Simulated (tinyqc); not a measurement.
Inside a calculation. Model: hexagonal on-chip spiral inductor, lumped pi model.

tinyqc, about 0.01 s, one thread, Intel Xeon 2.30GHz (shared host): `OMP_NUM_THREADS=1 python tinyqc.py 2302154 2302155 out.jsonl` Printed values are rounded.

Outer diameter do = di + 2 n wd + 2 (n - 1) sp, mean da = (do + di)/2, fill p = (do - di)/(do + di), length l = 3.464 n da. L = 2.33 mu0 n^2 da/(1 + 3.82 p), mu0 = 4 pi 1e-7 H/m. Rs = rho l/(wd delta (1 - exp(-th/delta))), delta = sqrt(rho/(pi f mu0)). Cs = n wd^2 eps0 eo/hu across the coil. At each end Cox = l wd eps0 eo/(2 ho) leads to the substrate branch Rsi = 2 rs he/(l wd) in parallel with Csi = l wd eps0 11.7/(2 he). With one end grounded Y = 1/(Rs + i w L) + i w Cs + 1/[1/(i w Cox) + 1/(1/Rsi + i w Csi)], w = 2 pi f; Q = -Im Y/Re Y. Eddy currents in neighbouring turns and in the substrate are left out.

Parameters, values chosen for the exercise; values of the order met in silicon radio-frequency processes:
```
symbol  value     unit                                     meaning
n         3.5                                      number of turns
wd          6       um                                  line width
sp        1.5       um                         space between turns
di        140       um                              inner diameter
th        0.9       um                             metal thickness
rho         3  uohm cm                           metal resistivity
ho        4.1       um                        oxide below the coil
hu        1.1       um            oxide between coil and underpass
eo        3.9                   relative permittivity of the oxide
rs       1000   ohm cm                       substrate resistivity
he         50       um  effective spreading depth in the substrate
f         4.2      GHz                                   frequency
```

Constants: eps0 = 8.8541878128e-12 F/m. Results are converted to the units shown.

## Geometry and model elements

do, l, L, delta, Rs, Cs, Cox, Rsi and Csi as defined.

do = 189.5 um
l = 1997.429 um
L = 3.754556 nH
delta = 1.345105 um
Rs = 15.22017 ohm
Cs = 3.955407 fF
Cox = 50.46870 fF
Rsi = 83440.60 ohm
Csi = 12.41530 fF

Rs is 1.37 times the direct-current value in this empirical form, which overstates the skin effect of a flat slab when delta is near th and so stands in for some current crowding.

## Admittance, quality factor and apparent inductance

Series branch 1/(Rs + i w L), substrate branch, total Y, Q = -Im Y/Re Y, apparent inductance Im(1/Y)/w, metal-only value w L/Rs, share of the loss in the substrate Re(substrate branch)/Re Y.

series branch = 1.514659-9.860141i mS
substrate branch = 0.0077191+0.2630028i mS
Y = 1.522378-9.492757i mS
Q = 6.235481
apparent inductance = 3.891795 nH
w L/Rs = 6.509811
share of the loss in the substrate = 0.5070391 %

Q is 95.8 % of the metal-only value.
